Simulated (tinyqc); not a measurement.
Worked calculation: hopping conduction between localised states. Computed by tinyqc, a small Python program that keeps every step. Command: `OMP_NUM_THREADS=1 python tinyqc.py 3017584 3017585 out.jsonl hop walk`. One thread of a shared host (Intel(R) Xeon(R) Processor @ 2.30GHz), about 0.01 s of CPU time with the checks. Intermediate numbers are printed to about 6 digits and carried at full precision; extremes and crossings named in words are read from the listed rows.

Energies are counted from the Fermi level. A small network shows the mechanism; the laws of an infinite system follow.

Inputs (values chosen for the exercise, for a model defective oxide):
```
quantity                                    value          unit
localisation length xi                       0.62            nm
density of states g_0                     1.5e+19   1/(eV cm^3)
permittivity eps                              4.4             -
activation energy E_a to extended states     0.12            eV
prefactor of activated conduction             250          S/cm
prefactor of hopping                         0.35          S/cm
conductance scale G_0                           1  microsiemens
temperature T                                  40             K
```

Dimension: 3D.

sites of the small network (nm, nm, meV):
```
      x     y  energy
1     0  0.48    1.72
2  0.84  0.91  -24.68
3  1.09   0.4  -15.65
4   2.2  1.01   16.95
5  2.67   1.1  -23.96
6  3.12  1.27   17.39
7  4.06  0.28   16.31
8   4.6  0.76     0.5
```

Constants: k_B = 8.617333262e-05 eV/K; e^2/(4 pi eps_0) = 14.39964548 eV angstrom.

## Pair exponents

Miller-Abrahams exponent s_ij = 2 r_ij/xi + (|E_i| + |E_j| + |E_i - E_j|)/(2 k_B T); G_ij = G_0 exp(-s_ij). The diagonal is set to 0 and not used.

s_ij:
```
         1        2        3        4        5        6        7        8
1   0.0000  10.7031   8.5648  12.2172  16.2922  15.4272  17.8444  15.3652
2  10.7031   0.0000   8.9922  16.4763  13.0949  19.6510  22.4758  19.4437
3   8.5648   8.9922   0.0000  13.5434  12.5257  16.7098  18.8605  16.0673
4  12.2172  16.4763  13.5434   0.0000  13.4122   8.1290  11.3630  12.7012
5  16.2922  13.0949  12.5257  13.4122   0.0000  13.5479  16.8888  13.4178
6  15.4272  19.6510  16.7098   8.1290  13.5479   0.0000   9.4489  10.0948
7  17.8444  22.4758  18.8605  11.3630  16.8888   9.4489   0.0000   7.0624
8  15.3652  19.4437  16.0673  12.7012  13.4178  10.0948   7.0624   0.0000
```

## Kirchhoff solution

Site 1 is held at potential 1 and site 8 at 0; Kirchhoff's law sum_j G_ij (u_i - u_j) = 0 fixes the others; G = sum_j G_1j (1 - u_j). G_ij = G_0 exp(-s_ij).

potentials: 1.00000  0.97950  0.98296  0.07621  0.57935  0.05748  0.00577  0.00000

conductance G = 8.73046e-06 microsiemens

-ln(G/G_0) = 11.6487

## Critical path

Critical exponent s_c: the smallest value such that bonds with s_ij <= s_c connect site 1 with site 8.

critical exponent s_c = 12.2172

One such path is 1-4-6-7-8. -ln(G/G_0) = 11.65 against s_c = 12.22: the hardest unavoidable hop sets the conductance.

## The network against temperature

Miller-Abrahams exponent s_ij = 2 r_ij/xi + (|E_i| + |E_j| + |E_i - E_j|)/(2 k_B T); G_ij = G_0 exp(-s_ij). Site 1 is held at potential 1 and site 8 at 0; Kirchhoff's law sum_j G_ij (u_i - u_j) = 0 fixes the others; G = sum_j G_1j (1 - u_j). The last column is the length of the critical bond.

Network:
```
T (K)  -ln(G/G_0)      s_c  critical hop (nm)
12        16.5287  16.5295            4.60851
18        15.8725  15.9750            4.60851
28        13.9585  14.3247            2.26294
40        11.6487  12.2172            2.26294
60         9.3256  10.2087            1.72812
100        7.3675   7.8688            1.26657
200        5.8941   5.9772            1.26657
600        4.9047   4.7401            1.36517
```

-ln(G/G_0) follows s_c within 0.9. The critical hop is 4.61 nm long at the lowest T and 1.37 nm at the highest: on cooling the carrier goes farther to find a site of nearer energy, which is variable-range hopping, though in so small a sample not at every step.

## Variable-range laws

Mott: T_M = 21.2/(k_B g_0 xi^3), exponent (T_M/T)^(1/4), mean hop r = (3/8) xi times the exponent. Efros-Shklovskii: T_ES = 2.8 e^2/(4 pi eps eps_0 k_B xi), exponent (T_ES/T)^(1/2). Coulomb gap width g_0^(1/2) (e^2/(4 pi eps eps_0))^(3/2). The numerical coefficients come from percolation theory and are given.

T_M = 6.88171e+07 K

T_ES = 17151.1 K

Mott exponent = 36.2167

Efros-Shklovskii exponent = 20.7070

mean hop by the Mott formula = 8.42039 nm

Coulomb gap = 22.9295 meV

The larger exponent, here Mott, is the one that limits; the two are equal at T = 4.27 K, below which the Coulomb gap rules.

## Total conductivity

sigma = s_1 exp(-E_a/k_B T) + s_2 exp(-larger of the two exponents); reduced activation energy w = d ln(sigma)/d ln(T) by a central difference of +/- 1 %.

activated part = 1.89935e-13 S/cm

hopping part = 6.53649e-17 S/cm

conductivity = 1.90001e-13 S/cm

reduced activation energy w = 34.8069

Activation to extended states carries 100 %. For sigma = s exp(-(T_0/T)^p), w = p (T_0/T)^p, so the slope of ln w against ln T gives -p.

Checks made by the program: current leaving the first site against current entering the last (relative difference below 1e-10).
